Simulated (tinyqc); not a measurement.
Worked calculation: Pariser-Parr-Pople SCF with singles CI, for the molecule C1=CC2=CC=CC2=C1 (SMILES; centres numbered as the heavy atoms are written). One step of it, computed by the program tinyqc.

Task: Iteration 2: Fock matrix. F_rr = H_rr + P_rr gamma_rr / 2 + sum_(s != r) P_ss gamma_rs; F_rs = H_rs - P_rs gamma_rs / 2; E = tr P (H + F) / 2 + core repulsion sum_(r<s) z_r z_s gamma_rs.

P after iteration 1:
```
           1C         2C         3C         4C         5C         6C         7C         8C
1C   1.134353   0.655871  -0.218697  -0.051203   0.143926  -0.051203  -0.218697   0.655871
2C   0.655871   0.819185   0.522601   0.314398  -0.051203  -0.325784  -0.156146   0.179002
3C  -0.218697   0.522601   1.227277   0.522601  -0.218697  -0.156146   0.507642  -0.156146
4C  -0.051203   0.314398   0.522601   0.819185   0.655871   0.179002  -0.156146  -0.325784
5C   0.143926  -0.051203  -0.218697   0.655871   1.134353   0.655871  -0.218697  -0.051203
6C  -0.051203  -0.325784  -0.156146   0.179002   0.655871   0.819185   0.522601   0.314398
7C  -0.218697  -0.156146   0.507642  -0.156146  -0.218697   0.522601   1.227277   0.522601
8C   0.655871   0.179002  -0.156146  -0.325784  -0.051203   0.314398   0.522601   0.819185
```

core matrix H (eV):
```
            1C          2C          3C          4C          5C          6C          7C          8C
1C  -38.321211   -2.220000    0.000000    0.000000    0.000000    0.000000    0.000000   -2.220000
2C   -2.220000  -39.492802   -2.220000    0.000000    0.000000    0.000000    0.000000    0.000000
3C    0.000000   -2.220000  -43.382579   -2.220000    0.000000    0.000000   -2.220000    0.000000
4C    0.000000    0.000000   -2.220000  -39.492802   -2.220000    0.000000    0.000000    0.000000
5C    0.000000    0.000000    0.000000   -2.220000  -38.321211   -2.220000    0.000000    0.000000
6C    0.000000    0.000000    0.000000    0.000000   -2.220000  -39.492802   -2.220000    0.000000
7C    0.000000    0.000000   -2.220000    0.000000    0.000000   -2.220000  -43.382579   -2.220000
8C   -2.220000    0.000000    0.000000    0.000000    0.000000    0.000000   -2.220000  -39.492802
```

repulsion gamma_rs (eV):
```
           1C         2C         3C         4C         5C         6C         7C         8C
1C  11.130000   5.344818   4.046371   2.904140   2.570553   2.904140   4.046371   5.344818
2C   5.344818  11.130000   5.346212   3.640164   2.904140   3.006425   4.045936   4.045107
3C   4.046371   5.346212  11.130000   5.346212   4.046371   4.045936   5.345539   4.045936
4C   2.904140   3.640164   5.346212  11.130000   5.344818   4.045107   4.045936   3.006425
5C   2.570553   2.904140   4.046371   5.344818  11.130000   5.344818   4.046371   2.904140
6C   2.904140   3.006425   4.045936   4.045107   5.344818  11.130000   5.346212   3.640164
7C   4.046371   4.045936   5.345539   4.045936   4.046371   5.346212  11.130000   5.346212
8C   5.344818   4.045107   4.045936   3.006425   2.904140   3.640164   5.346212  11.130000
```

Centres (angstrom, eV; a flat drawing with bonds scaled to 1.40 angstrom):

| centre | x | y | core charge z | W | gamma_rr |
|---|---|---|---|---|---|
| 1C | 2.154000 | 0.000000 | 1 | 11.160000 | 11.130000 |
| 2C | 1.331000 | 1.133000 | 1 | 11.160000 | 11.130000 |
| 3C | 0.000000 | 0.700000 | 1 | 11.160000 | 11.130000 |
| 4C | -1.331000 | 1.133000 | 1 | 11.160000 | 11.130000 |
| 5C | -2.154000 | 0.000000 | 1 | 11.160000 | 11.130000 |
| 6C | -1.331000 | -1.133000 | 1 | 11.160000 | 11.130000 |
| 7C | 0.000000 | -0.700000 | 1 | 11.160000 | 11.130000 |
| 8C | 1.331000 | -1.133000 | 1 | 11.160000 | 11.130000 |

Give: F; pi energy.

Result:

F (eV):
```
         1C       2C       3C       4C       5C       6C       7C       8C
1C  -5.6457  -3.9728   0.4425   0.0744  -0.1850   0.0744   0.4425  -3.9728
2C  -3.9728  -5.2916  -3.6170  -0.5722   0.0744   0.4897   0.3159  -0.3620
3C   0.4425  -3.6170  -5.4245  -3.6170   0.4425   0.3159  -3.5768   0.3159
4C   0.0744  -0.5722  -3.6170  -5.2916  -3.9728  -0.3620   0.3159   0.4897
5C  -0.1850   0.0744   0.4425  -3.9728  -5.6457  -3.9728   0.4425   0.0744
6C   0.0744   0.4897   0.3159  -0.3620  -3.9728  -5.2916  -3.6170  -0.5722
7C   0.4425   0.3159  -3.5768   0.3159   0.4425  -3.6170  -5.4245  -3.6170
8C  -3.9728  -0.3620   0.3159   0.4897   0.0744  -0.5722  -3.6170  -5.2916
```

pi energy = -99.9235 eV
